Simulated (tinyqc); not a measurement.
## Single-photon avalanche diode, trigger probability and counting: effect of the excess bias

A multiplication layer of width W with the uniform field V/W; alpha = an exp(-bn/E) for electrons, beta = ap exp(-bp/E) for holes (local model, no dead space). a = alpha W, b = beta W. Electrons enter at x = 0, holes at x = W. P0 is the probability that an electron entering at 0 starts a lasting avalanche, PW the same for a hole entering at W.

Breakdown: ln(a/b) = a - b with a not equal to b. Above it PW/(1 - PW) = [P0/(1 - P0)] exp(b - a) and b ln(1 - P0) = a ln(1 - PW); the mean over pairs made evenly in the layer is Pm = ln[(1 - PW)/(1 - P0)]/(a - b). PDP = eta P0; dark counts Gd Pm; avalanche charge Cd Vx/q; afterpulse probability pa (Cd Vx/q) exp(-td/tt) Pm; true rate n = nph PDP + dark counts; measured n/(1 + n td) (non-paralysable) or n exp(-n td) (paralysable); recharge time Rq Cd.

Values chosen for this exercise; ionisation coefficients close to those of silicon: electron prefactor an = 7.24e5 1/cm; electron field bn = 1.21 MV/cm; hole prefactor ap = 1.57e6 1/cm; hole field bp = 2.06 MV/cm; width of the multiplication layer W = 0.8 um; probability that a photon makes a pair that enters the layer eta = 0.41; thermal generation rate in the layer Gd = 34000 1/s; dead time td = 50 ns; diode capacitance Cd = 28 fF; quench resistance Rq = 200 kohm; trapping probability per avalanche carrier pa = 2.5e-7; trap release time tt = 3.3 ns; photon rate nph = 3.3e5 1/s.

Constants: q = 1.602176634e-19 C. Results are converted to the units shown.

Effect of the excess bias:
```
Vx (V),Vx/VB (%),P0,PW,Pm,PDP,dark counts (1/s),afterpulse (%)
0.29,1.009,0.1554,0.03461,0.08172,0.06371,2779,2.722e-8
0.46,1.600,0.2334,0.05464,0.1261,0.09568,4289,6.665e-8
0.72,2.504,0.3371,0.08491,0.1895,0.1382,6443,1.567e-7
1.1,3.826,0.4609,0.1283,0.2732,0.1890,9288,3.451e-7
1.8,6.261,0.6259,0.2056,0.4035,0.2566,1.372e4,8.343e-7
2.9,10.09,0.7820,0.3198,0.5600,0.3206,1.904e4,1.865e-6
4.6,16.00,0.8993,0.4768,0.7220,0.3687,2.455e4,3.815e-6
7.3,25.39,0.9671,0.6746,0.8642,0.3965,2.938e4,7.246e-6
12,41.74,0.9944,0.8795,0.9615,0.4077,3.269e4,1.325e-5
```

Read the table: what changes, and by how much?

VB is 28.75 V. P0 rises from 0.155 to 0.994 and PW rises from 0.0346 to 0.880; P0 goes as Vx^(0.88) at the start and Vx^(0.06) at the end. Electrons trigger better in every row. The afterpulse probability keeps growing, as Vx^(1.21) at the end, because the avalanche charge grows with Vx. For Vx = 7.3, 12 the excess bias passes a quarter of VB, where tunnelling adds dark counts that are left out here.

tinyqc, about 0.01 s, one thread, Intel Xeon 2.30GHz (shared host): `OMP_NUM_THREADS=1 python tinyqc.py 2630026 2630027 out.jsonl`
